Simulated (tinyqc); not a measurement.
Surface potential of a MOS transistor: implicit equation and explicit approximations: two steps of the calculation.

p-type body, charge-sheet picture, depletion and inversion only, full ionisation (an idealisation for deep acceptors), Boltzmann statistics (rough once Na exp(x - xn) passes about Nc/7). In units of Vt: xg = (Vg - Vfb)/Vt, x = psi/Vt, G = gamma/sqrt(Vt), xn = (2 phiF + Vc)/Vt. The implicit equation is (xg - x)^2 = G^2 [x - 1 + exp(x - xn)] for x above about 3. Cox = eps0 eox/tox.

Values chosen for this exercise; band and dielectric values close to those of silicon:
- T = 250 K (temperature)
- eox = 3.9 (relative permittivity of the gate insulator (close to silicon dioxide))
- tox = 10 nm (insulator thickness)
- Vc = 0 V (channel-body voltage)

Constants: q = 1.602176634e-19 C, kB = 1.380649e-23 J/K, Vt = kB T/q, eps0 = 8.8541878128e-14 F/cm where lengths are in cm. Results are converted to the units shown.

Question 1. Explicit approximation. Depletion value a = 1 + [sqrt(G^2/4 + xg - 1) - G/2]^2; inversion value b = xn + ln[(xg - xn)^2/G^2 - xn + 1] and first guess y = min(a, b) - ln(1 + exp(-|a - b|)) if a > xn + 1, else b = y = a; one second-order correction with D = exp(y - xn), p = 2 (xg - y) + G^2 (1 + D), w = (xg - y)^2 - G^2 (y - 1 + D): z = y + 2 w/(p + sqrt(p^2 - 2 (2 - G^2 D) w)), or the Newton step z = y + w/p where the root is not real.

G = 1.3071335
xn = 37.219315
xg = 82.624169

Give: a; b; y; p; w; z.

Answer 1.

a = 71.64
b = 44.28
y = 44.28
p = 2078
w = -603.7
z = 43.94

The root of the implicit equation is x = 43.9440; y misses it by 0.34 and z by -0.0087, in units of Vt.

Question 2. Potential, charges and gate control. psi = Vt x; N_dep = Cox Vt G sqrt(x - 1)/q; N_inv = (Cox Vt G/q) [sqrt(x - 1 + exp(x - xn)) - sqrt(x - 1)]; dpsi/dVg = 1/[1 + G^2 (1 + exp(x - xn))/(2 (xg - x))].

converged x = 43.944010
G = 1.3071335
xn = 37.219315
xg = 82.624169

Give: psi; N_dep; N_inv; dpsi/dVg.

Answer 2.

psi = 0.9467 V
N_dep = 3.977e11 cm^-2
N_inv = 1.398e12 cm^-2
dpsi/dVg = 0.05151

psi lies 6.7 Vt above 2 phiF + Vc.

Program tinyqc, `OMP_NUM_THREADS=1 python tinyqc.py 2122071 2122072 out.jsonl`; Intel Xeon 2.30GHz, shared host, one thread, about 0.01 s.
